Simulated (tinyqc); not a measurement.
Worked calculation: tight binding, honeycomb lattice. One step of it, computed by the program tinyqc.

Problem. Bloch Hamiltonian at K. H_AB = -t1 (1 + exp(-i k.a1) + exp(-i k.a2)); H_AA = delta - 2 t2 sum cos(k.b + phi), H_BB = -delta - 2 t2 sum cos(k.b - phi), b = a1, a2 - a1, -a2.

Parameters chosen for this model:
```
parameter,value,unit
t1,1.660000,"eV, nearest"
t2,0.180000,"eV, second neighbours"
phi,1.570000,"rad, phase of t2 (Haldane)"
delta,1.460000,"eV, +/- on A and B"
```

k point K (fractions of the reciprocal vectors): 0.333333  0.666667

Give: H(k) at K.

Solution.

H(k) at K (eV):
```
,A,B
A,2.396,0.000
B,0.000,-2.395
```
